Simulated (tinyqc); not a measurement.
Inductance and parasitic capacitance from two readings.

Question. A loss-free coil L in parallel with C shows the apparent inductance L/(1 - w^2 L C), w = 2 pi f. Find L, C and the self-resonance 1/(2 pi sqrt(L C)).

apparent inductance at 3.5 and 6.2 GHz (nH): 5.7286657  10.766641

Answer. The inverse of the reading is 1/L - w^2 C, a straight line in w^2.

L = 4.70 nH
C = 79.0 fF
self-resonance = 8.26 GHz

Computed by the program tinyqc: `OMP_NUM_THREADS=1 python tinyqc.py 2302119 2302120 out.jsonl`, one thread of a shared Intel Xeon 2.30GHz, about 0.01 s for the whole run.
